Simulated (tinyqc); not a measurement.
Modulation-doped quantum well, Poisson-Schroedinger loop: two steps of the calculation.

A well of width L centred at z = 0 between barriers Vb; effective-mass electrons, parabolic bands. The electrons come from donor sheets outside the mesh, a share fL of Ns on the left and the rest on the right, so the structure is neutral. Energies are counted from the band edge of the well, with U = 0 on the first node in the Hartree part.

Parameters, values chosen for the exercise; material values close to those of GaN in AlGaN:
```
symbol,value,unit,meaning
T,150,K,temperature
md,0.204,m0,in-plane mass
hz,1.8,nm,mesh step
Ns,4.7e11,cm^-2,sheet density of electrons
```

Constants: q = 1.602176634e-19 C, kB = 1.380649e-23 J/K, hbar = 1.054571817e-34 J s, m0 = 9.1093837015e-31 kg, Vt = kB T/q, hbar^2/(2 m0) = 0.0380998212 eV nm^2. Results are converted to the units shown.

Task 1. Levels and probability densities. Tridiagonal Hamiltonian with psi = 0 one step beyond both ends: H_ii = C (1/m_(i-1/2) + 1/m_(i+1/2))/hz^2 + V0_i + U_i, H_(i,i+1) = -C/(m_(i+1/2) hz^2), C = hbar^2/(2 m0). The lowest 2 level(s) are kept, normalised to hz sum |psi|^2 = 1.

```
node  fixed potential V0 (eV)  self-consistent potential U at the start (eV)
1                  0.46166000                                              0
2                  0.45428000                                              0
3                  0.44690000                                              0
4                  0.02952000                                              0
5                  0.02214000                                              0
6                  0.01476000                                              0
7                  0.00738000                                              0
8                  0.00000000                                              0
9                 -0.00738000                                              0
10                -0.01476000                                              0
11                -0.02214000                                              0
12                -0.02952000                                              0
13                 0.37310000                                              0
14                 0.36572000                                              0
15                 0.35834000                                              0
```

mass on the intervals 1/2, 3/2, ... (mean of both at an interface) (m0): 0.245  0.245  0.245  0.222  0.199  0.199  0.199  0.199  0.199  0.199  0.199  0.199  0.222  0.245  0.245  0.245

Give: levels; |psi|^2 of E1; |psi|^2 of E2.

Result 1.

levels (eV): E1 -0.00430, E2 0.02153

```
node  |psi|^2 of E1 (1/nm)  |psi|^2 of E2 (1/nm)
1                   0.0000                0.0000
2                   0.0000                0.0000
3                   0.0000                0.0001
4                   0.0002                0.0102
5                   0.0012                0.0385
6                   0.0048                0.0861
7                   0.0159                0.1274
8                   0.0435                0.1123
9                   0.0935                0.0365
10                  0.1500                0.0021
11                  0.1601                0.0652
12                  0.0854                0.0760
13                  0.0011                0.0011
14                  0.0000                0.0000
15                  0.0000                0.0000
```

Task 2. Fermi level and occupations. Level k holds N_k = D_k Vt ln(1 + exp((EF - E_k)/Vt)) with D = md m0 q/(pi hbar^2) per eV (spin included); EF is fixed by sum N_k = Ns.

levels (eV): E1 -0.004300397, E2 0.021527140

Give: EF; N_k.

Result 2.

EF = -0.01477 eV
N_k (cm^-2): E1 4.055e11, E2 6.453e10

tinyqc, about 0.2 s, one thread, Intel Xeon 2.30GHz (shared host): `OMP_NUM_THREADS=1 python tinyqc.py 2140034 2140035 out.jsonl`
